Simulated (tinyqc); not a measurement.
Propagation of a band-gap error through k.p and effective-mass formulas: sweeps and comparisons. A value that a table varies takes the place of the one given here.

Chain, for a gap E (the reference Eg or another value), with Ep and Dso kept: 1/me = 1 + Ep (E + 2 Dso/3)/(E (E + Dso)); g* = 2 - 2 Ep Dso/(3 E (E + Dso)); g1(E) = g1 + (Ep/3)(1/E - 1/Eg), g2(E) = g2 + (Ep/6)(1/E - 1/Eg), light hole 1/(g1 + 2 g2), heavy hole 1/(g1 - 2 g2) along [100]; optical constant ei(E) = 1 + (ei - 1)(EP/(EP + E - Eg))^2, static e0(E) = ei(E) + e0 - ei.

Donor: R = Ry me/e0^2, a_B = a0 e0/me, Mott density (0.26/a_B)^3. Nc, Nv = 2 (m kT/(4 pi c))^(3/2), c = hbar^2/2m0, ni = sqrt(Nc Nv) exp(-E/2kT). Exciton: Ry mu/e0^2 with 1/mu = 1/me + g1(E). 1 angstrom^-3 = 1e24 cm^-3.

Constants: Ry = 13.60569312 eV; a0 (Bohr radius) = 0.5291772105 angstrom; kB = 8.617333262e-05 eV/K; hbar^2/2m0 = 3.80998211 eV angstrom^2.

Inputs chosen for the exercise (reference values near those of GaAs, gap at low temperature; the results hold for these values, not for the real material):
```
symbol  value  unit  meaning
Eg      1.549  eV    gap at Gamma to the s-like level
Dso     0.339  eV    spin-orbit splitting
Ep      25.3   eV    Kane energy
g1      7.01         Luttinger gamma1
g2      2.05         gamma2
e0      13.02        static dielectric constant
ei      11.1         optical dielectric constant
EP      5.1    eV    mean (Penn) gap
mh      0.57   m0    density-of-states mass of the holes
T       400    K     temperature
Eg2     3.656  eV    a wrong gap, of the size a hybrid with far too much exact exchange can give
```

## The size of the error

E = f Eg; ratios against f = 1.

Results:
```
f     E (eV)  me ratio  light-hole ratio  e0 ratio  donor ratio  Mott ratio       g*  log10 ni ratio
0.25   0.387     0.291             0.254     1.525        0.125     0.00696  -18.331            6.92
0.40   0.620     0.442             0.405     1.384        0.231      0.0325   -7.627            5.59
0.60   0.929     0.634             0.605     1.229        0.419       0.137   -2.850            3.75
0.80   1.239     0.820             0.803     1.104        0.673       0.410   -0.924            1.89
1.00   1.549     1.000             1.000     1.000        1.000        1.00    0.045            0.00
1.20   1.859     1.176             1.195     0.914        1.408        2.13    0.600           -1.90
1.50   2.324     1.431             1.485     0.809        2.187        5.54    1.076           -4.76
2.00   3.098     1.838             1.961     0.681        3.967        19.7    1.463           -9.56
```

Between f = 0.8 and 1.2 the mean powers d ln(ratio)/d ln f are 0.89 for me, 0.98 for the light hole, -0.47 for e0, 1.82 for the donor energy and 4.07 for the Mott density; ni moves by -0.61 decades per 0.1 eV, against -0.1 eV/(2 kT ln 10) = -0.63 from the exponential alone, the rest coming from Nc through me^(3/4). g* changes sign between f = 0.80 and 1.00; the place of this zero hangs on remote bands, which are left out.

## What each input does

All at E = Eg2. Each row changes one parameter from the base and keeps the others.

Results:
```
case            me (m0)  light hole (m0)    e0  donor (meV)  exciton (meV)  log10 ni
base             0.1295           0.2068  7.98       27.676         18.434    -4.294
Eg2 = 3.948 eV   0.1381           0.2225  7.59       32.611         21.578    -6.112
Dso = 0.366 eV   0.1297           0.2068  7.98       27.727         18.457    -4.293
Ep = 23.276 eV   0.1392           0.1874  7.98       29.748         18.902    -4.270
g1 = 7.571       0.1295           0.1853  7.98       27.676         17.584    -4.294
EP = 5.508 eV    0.1295           0.2068  8.20       26.170         17.431    -4.294
ei = 10.212      0.1295           0.2068  8.42       24.839         16.545    -4.294
mh = 0.616 m0    0.1295           0.2068  7.98       27.676         18.434    -4.269
T = 368 K        0.1295           0.2068  7.98       27.676         18.434    -6.351
```

The largest shifts from the base row, up to three for each result and ties (the steps differ in size, so this ranks the rows, not the parameters). me (m0): Ep +0.0097, Eg2 +0.0087, Dso +0.0002; unchanged at the printed digits by g1, EP, ei, mh and T. light hole (m0): g1 -0.0215, Ep -0.0195, Eg2 +0.0157; unchanged at the printed digits by Dso, EP, ei, mh and T. e0: ei +0.44, Eg2 -0.39, EP +0.23; unchanged at the printed digits by Dso, Ep, g1, mh and T. donor (meV): Eg2 +4.935, ei -2.837, Ep +2.072; unchanged at the printed digits by g1, mh and T. exciton (meV): Eg2 +3.143, ei -1.890, EP -1.003; unchanged at the printed digits by mh and T. log10 ni: T -2.057, Eg2 -1.818, mh +0.025; unchanged at the printed digits by g1, EP and ei.

Computed by tinyqc, a small Python program: `OMP_NUM_THREADS=1 python tinyqc.py 1850759 1850760 out.jsonl` (the numbers bound the seed that draws the inputs); one thread of a shared host (Intel(R) Xeon(R) Processor @ 2.30GHz), about 0.01 s for the whole set of steps.
